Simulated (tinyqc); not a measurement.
# Polycrystalline film, grain-boundary barriers (Seto model): effect of the trap density at a boundary

One-dimensional grains of size Lg with donors N; each boundary has Qt acceptor-like traps per area at one level Et below the band edge. Trapped electrons qt deplete a width w = qt/N (both sides together) and raise a barrier Vb = q N w^2/(8 eps0 eps_r). Current crosses the barriers by thermionic emission at small bias. Abrupt depletion, full ionisation, Boltzmann statistics.

Partly depleted grains: the density at the grain centre is n0 = N and qt = Qt/(1 + 2 (Nc/N) exp((Vb - Et)/Vt)). If that gives qt >= N Lg, the grains are fully depleted: qt = N Lg, w = Lg and n0 = 2 Nc exp((Vb - Et)/Vt)/(Qt/(N Lg) - 1). Resistivity: barriers rb = Vt exp(Vb/Vt)/(q n0 vc Lg), grain interior rg = (1 - w/Lg)/(q mg N); effective mobility 1/(q N (rb + rg)).

Values chosen for this exercise; values close to those of polycrystalline silicon: temperature T = 300 K; relative permittivity of the semiconductor eps_r = 11.7; grain size Lg = 20 nm; donor density N = 3.6e17 cm^-3; mobility inside a grain mg = 150 cm^2/(V s); collection velocity at the barrier vc = 4.6e6 cm/s; conduction-band density of states at T Nc = 2.8e19 cm^-3; trap level below the band edge Et = 0.54 eV.

Constants: q = 1.602176634e-19 C, kB = 1.380649e-23 J/K, Vt = kB T/q, eps0 = 8.8541878128e-14 F/cm where lengths are in cm. Results are converted to the units shown.

Effect of the trap density at a boundary:
```
Qt (cm^-2)     w/Lg     Vb (V)  n0 (cm^-3)  resistivity (ohm cm)
2.2e11      0.30556  0.0025991   3.6000e17               0.13414
3.2e11      0.44444  0.0054990   3.6000e17               0.12448
4.7e11      0.65278   0.011863   3.6000e17               0.11722
6.9e11      0.95833   0.025567   3.6000e17               0.13579
1e12         1.0000   0.027839   3.5845e11              1.4363e5
1.5e12       1.0000   0.027839   1.2867e11              4.0010e5
2.2e12       1.0000   0.027839   6.7815e10              7.5917e5
3.2e12       1.0000   0.027839   4.0470e10              1.2721e6
```

Read the table: what changes, and by how much?

As Qt goes from 2.2e11 to 3.2e12 cm^-2, the barrier rises from 0.00260 to 0.0278 V and the resistivity goes from 0.134 through a minimum of 0.117 (at Qt = 4.7e11 cm^-2 among the rows listed) to 1.27e6 ohm cm. The grains are fully depleted in 4 of the 8 rows. In every row the barrier is under 2 Vt, where the depletion and emission pictures are rough.

Program tinyqc, `OMP_NUM_THREADS=1 python tinyqc.py 2610013 2610014 out.jsonl`; Intel Xeon 2.30GHz, shared host, one thread, about 0.01 s.
